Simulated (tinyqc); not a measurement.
Low-temperature mobility of a two-dimensional electron gas with static screening: one step, computed by the program tinyqc.

One subband is filled, the gas is degenerate and scatters at the Fermi circle; one permittivity serves on both sides of the interface. All formulas are in SI units, masses times m_0. Piezoelectric and polar phonons are left out, and n_s is taken as set by a gate, independent of N_i.

Problem. Fermi circle, screening and layer thickness. k_F = sqrt(2 pi n_s/g_v); E_F = hbar^2 k_F^2/(2 m); q_TF = g_v m e^2/(2 pi eps eps_0 hbar^2); Fang-Howard parameter b = [12 m_z e^2 (N_d + 11 n_s/32)/(eps eps_0 hbar^2)]^(1/3), mean depth 3/b; effective field F = e (N_d + n_s/2)/(eps eps_0).

Inputs (values chosen for the exercise, modelled on a silicon inversion layer):
```
quantity                     value    unit
in-plane mass m              0.195     m_0
mass across the layer m_z    0.891     m_0
permittivity eps              11.6       -
valley degeneracy g_v            2       -
sheet density n_s          9.9e+12  1/cm^2
depletion charge N_d       2.3e+10  1/cm^2
```

Wave function: ideal sheet. Roughness spectrum: Gaussian.

Constants: m_0 = 9.1093837015e-31 kg; e = 1.602176634e-19 C; eps_0 = 8.8541878128e-12 F/m; hbar = 1.054571817e-34 J s.

Give: k_F; E_F; q_TF; b; mean depth; effective field F.

Solution.

k_F = 0.5577 1/nm

E_F = 60.77 meV

q_TF = 1.271 1/nm

b = 1.957 1/nm

mean depth = 1.533 nm

effective field F = 0.7758 MV/cm

q_TF/(2 k_F) = 1.14: screening is strong for back-scattering.
